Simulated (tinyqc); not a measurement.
Kronig-Penney superlattice by transfer matrices, step by step. Values are carried at full precision from step to step, so a last printed digit may differ when a step is redone from the rounded ones.

Wells (width a, potential 0, mass mw) alternate with barriers (width b, height V0, mass mb); period d = a + b; c = hbar^2/2m0. The vector (psi, psi'/m) is continuous, and a layer of thickness t carries it by M = [[cos kt, (m/k) sin kt], [-(k/m) sin kt, cos kt]] with k = sqrt(m (E - V)/c); for E < V, k = i kappa gives [[cosh, (m/kappa) sinh], [(kappa/m) sinh, cosh]] of kappa t. A Bloch state obeys cos(q d) = tr(Mb Mw)/2.

Constants: hbar^2/2m0 = 3.80998211 eV angstrom^2; hbar = 6.58211957e-16 eV s.

Inputs chosen for the exercise (near those of the light valleys of a Si film between layers of SiO2; shifted at random, so the results belong to these values and not to a real crystal): a = 17 angstrom (well width); b = 6 angstrom (barrier width); V0 = 3.104 eV (barrier height); mw = 0.194 m0 (mass in the wells); mb = 0.498 m0 (mass in the barriers); E = 0.3208 eV (trial energy); F = 5 kV/cm (field along the axis).

## Layer matrices at one energy

Form the matrix of the well and of the barrier at E.

k in the well = 0.12781 1/angstrom
kappa in the barrier = 0.60315 1/angstrom

Mw (angstrom units):
```
[[-0.56624, 1.2511],
 [-0.54301, -0.56624]]
```

Mb (angstrom units):
```
[[18.662, 15.386],
 [22.570, 18.662]]
```

## The matrix of one period

Multiply M = Mb Mw and take half the trace. If its size is at most 1, E lies in a miniband and q d = arccos(tr M/2); otherwise the state decays by exp(-arccosh|tr M/2|) a period.

M:
```
[[-18.922, 14.636],
 [-22.913, 17.670]]
```

tr M/2 = -0.6257
q d in a band, or the decay exponent in a gap = 2.247

E lies in a miniband; det M = 1.0000, as for any such product.

## Miniband edges

The edges are the energies where tr M/2 = +1 (q = 0) or -1 (q = pi/d); the first three minibands.

Minibands:
```
band  bottom (eV)  top (eV)  width (meV)
1          0.3061    0.3243         18.2
2          1.2723    1.3636         91.4
3          2.8457    3.2153        369.5
```

2 minibands of these lie wholly below V0. The first gap is 947.9 meV wide; the single well of width a has E1 = 0.3151 eV, inside the first miniband.

## Dispersion along the axis

Solve tr M/2 = cos(q d) inside each miniband at q d/pi = 0, 1/6, ..., 1. The cosine form is E_bottom + (W/2)(1 - cos q d) with the true width W.

Energies (eV):
```
q d/pi  band 1  cosine form  band 2
0.000   0.3061       0.3061  1.3636
0.167   0.3073       0.3073  1.3571
0.333   0.3105       0.3107  1.3395
0.500   0.3150       0.3152  1.3163
0.667   0.3196       0.3198  1.2939
0.833   0.3231       0.3231  1.2780
1.000   0.3243       0.3243  1.2723
```

The cosine form, which holds for hopping between neighbouring wells alone, misses band 1 by at most 0.2 meV, 1 % of its width.

## Mass along the axis

With f(E) = tr M/2, 1 - (q d)^2/2 = 1 + f'(E_bottom)(E - E_bottom) gives m_z = -2 c f'/d^2 (f' by a central difference of 1e-6 eV at the bottom of band 1). The cosine form gives 4 c/(W d^2), W the width of band 1 between tr M/2 = +1 and -1.

f' = -114.6 1/eV
m_z = 1.650 m0
m_z of the cosine form = 1.579 m0
W = 18.24 meV

The mass along the axis is 8.51 times mw.

## In a field along the axis

One-band picture: ladder spacing e F d, Bloch frequency e F d/(2 pi hbar), and extent W/(e F) of a Stark state, with W the width of band 1; 1 kV/cm = 1e-5 V/angstrom.

e F d = 1.150 meV
Bloch frequency = 0.278 THz
W/(e F d) = 15.86 periods

The state spreads over about 16 periods.

## Checks

- Bottom of band 1 from 121 plane waves (the mass step taken by inverting the matrix of m) against the transfer matrix, eV: both 0.3061.

Computed by tinyqc, a small Python program: `OMP_NUM_THREADS=1 python tinyqc.py 1250806 1250807 out.jsonl` (the numbers bound the seed that draws the inputs); one thread of a shared host (Intel(R) Xeon(R) Processor @ 2.30GHz), about 0.2 s for the whole set of steps.
